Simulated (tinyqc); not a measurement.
# Composition from the perpendicular lattice constant

Question. The layer is x parts of the first compound and 1 - x of the second, grown coherently on the third as substrate and barrier. Rows of the table: lattice constant a, average valence level Ea on an absolute scale, spin-orbit splitting so, gaps at Gamma, X and L, hydrostatic deformation potentials av and ac (Gamma), shear potential b, elastic constants, electron and heavy-hole (along z) masses. All are interpolated linearly in x; gaps get -C x (1 - x), taken wholly in the conduction band; real line-ups can differ from this model by 0.1 eV or more. In-plane strain e = (a_substrate - a)/a, e_z = -2 (c12/c11) e, volume change 2 e + e_z. X-ray diffraction gives a_z = a (1 + e_z) of the coherent layer. Find x, e and the relaxed Gamma gap.

Parameters, values chosen for the exercise: bowing of the Gamma gap CG = 0.7 eV; bowing of the X gap CX = 0 eV; bowing of the L gap CL = 0 eV.

Binary compounds, values chosen for the exercise:
```
              close to InAs  close to AlAs  close to InP
a (angstrom)          6.058          5.661         5.869
Ea (eV)               -6.67          -7.49         -7.04
so (eV)               0.379          0.283         0.111
EG (eV)               0.352           3.04          1.36
EX (eV)                1.36           2.17          2.18
EL (eV)                1.07           2.36          1.95
av (eV)               0.995           2.46          1.25
ac (eV)               -5.01          -5.63         -5.07
b (eV)                -1.83           -1.5         -1.71
c11 (GPa)                84            126           100
c12 (GPa)              45.9           53.6            56
me (m0)              0.0231          0.149        0.0805
mh (m0)               0.329          0.464         0.535
```

lattice constant along the growth direction = 5.81980163 angstrom

Solution. a_z changes steadily with x, about (1 + 2 c12/c11) times as fast as the relaxed lattice constant, so one composition matches.

x = 0.4600
e = 0.4343 %
relaxed Gamma gap = 1.630 eV

tinyqc, about 0.01 s, one thread, Intel Xeon 2.30GHz (shared host): `OMP_NUM_THREADS=1 python tinyqc.py 2690022 2690023 out.jsonl`
